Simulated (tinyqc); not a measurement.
Two-step dopant diffusion (predeposition and drive-in) with a constant diffusivity: one step, computed by the program tinyqc. Command: `OMP_NUM_THREADS=1 python tinyqc.py 3025440 3025441 out.jsonl dopdiff walk`. One thread of a shared host (Intel(R) Xeon(R) Processor @ 2.30GHz), about 0.05 s of CPU time with the checks.

Fick diffusion into a half space x > 0 whose background doping C_B is of the opposite type, so that a junction lies where C = C_B.

Question. Thermal budget with ramps. D = D0 exp(-E/(k_B T)). Temperatures in kelvin are T(C) + 273.15. One ramp between the stand-by temperature and T2 adds int D dT / rate (40-point Gauss-Legendre); the usual estimate counts it as an extra time k_B T2^2/(E rate) at T2. (Dt)2 = D2 t2 + two ramps, times in seconds.

Inputs (values chosen for the exercise, modelled on antimony in silicon): prefactor D0 = 5.22 cm^2/s; activation energy E = 3.85 eV; predeposition temperature T1 = 875 C; drive-in temperature T2 = 1075 C; drive-in time t2 = 20 min; ramp rate = 10 C/min; stand-by temperature = 750 C.

Furnace ramps of the drive-in: linear ramps.

D2 = 2.114690e-14 cm^2/s

Constants: k_B = 8.617333262e-05 eV/K.

Give: budget of one ramp; estimated extra time of one ramp; drive-in budget (Dt)2.

Answer.

budget of one ramp = 4.875e-12 cm^2

estimated extra time of one ramp = 4.068 min

drive-in budget (Dt)2 = 3.513e-11 cm^2

The integral equals 3.84 min at T2, against the estimate 4.07 min; both ramps make 28 % of the budget.
